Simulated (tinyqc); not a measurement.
Short-channel transistor, virtual-source model with series resistance: one step of the calculation.

The current per gate width is the charge at the top of the source barrier (the virtual source) times its velocity times a saturation function; al and be are fitting constants of the model. Units: I in uA/um, Rs in ohm um, so I Rs = 1e-6 I Rs in volts; Q in uC/cm^2, so I = 1e-4 Q vx0 Fsat with vx0 in cm/s.

Task. Current through the series resistance. Intrinsic voltages Vg' = Vgs - I Rs, Vd' = Vds - 2 I Rs. n = n0 + nd Vd', VT = VT0 - dl Vd', Ff = 1/(1 + exp((Vg' - VT + al Vt/2)/(al Vt))), Q = Cinv n Vt ln(1 + exp((Vg' - VT + al Vt Ff)/(n Vt))), Vdsat = (vx0 L/mu)(1 - Ff) + Vt Ff, Fsat = u/(1 + u^be)^(1/be) with u = Vd'/Vdsat, and I(out) = Q vx0 Fsat per width. (Fsat takes the sign of u.) Newton step: I(new) = I + (I(out) - I)/(1 - s), s = dI(out)/dI by a central difference with +/- 0.001 uA/um.

Values chosen for this exercise: temperature T = 325 K; inversion capacitance Cinv = 3.42 uF/cm^2; velocity at the virtual source vx0 = 9.89e6 cm/s; apparent mobility mu = 270 cm^2/(V s); channel length L = 25 nm; threshold at zero drain voltage VT0 = 0.291 V; drain-induced barrier lowering dl = 0.067 V/V; subthreshold factor n0 = 1.08; growth of n with drain voltage nd = 0.1 1/V; threshold shift (in units of Vt) from weak to strong inversion al = 3.5; sharpness of saturation be = 1.8; series resistance of each contact Rs = 200 ohm um; gate voltage Vgs = 0.8 V; drain voltage Vds = 0.05 V.

Constants: q = 1.602176634e-19 C, kB = 1.380649e-23 J/K, Vt = kB T/q. Results are converted to the units shown.

I at the start = 0 uA/um

Find: Vg'; Vd'; VT; Ff; Q; Vdsat; Fsat; I(out); s; I after iteration 1.

Result.

Vg' = 0.80000 V
Vd' = 0.050000 V
VT = 0.28765 V
Ff = 0.0032467
Q = 1.7533 uC/cm^2
Vdsat = 0.091368 V
Fsat = 0.46553
I(out) = 807.25 uA/um
s = -5.1800
I after iteration 1 = 130.62 uA/um

tinyqc, about 0.02 s, one thread, Intel Xeon 2.30GHz (shared host): `OMP_NUM_THREADS=1 python tinyqc.py 2380162 2380163 out.jsonl`
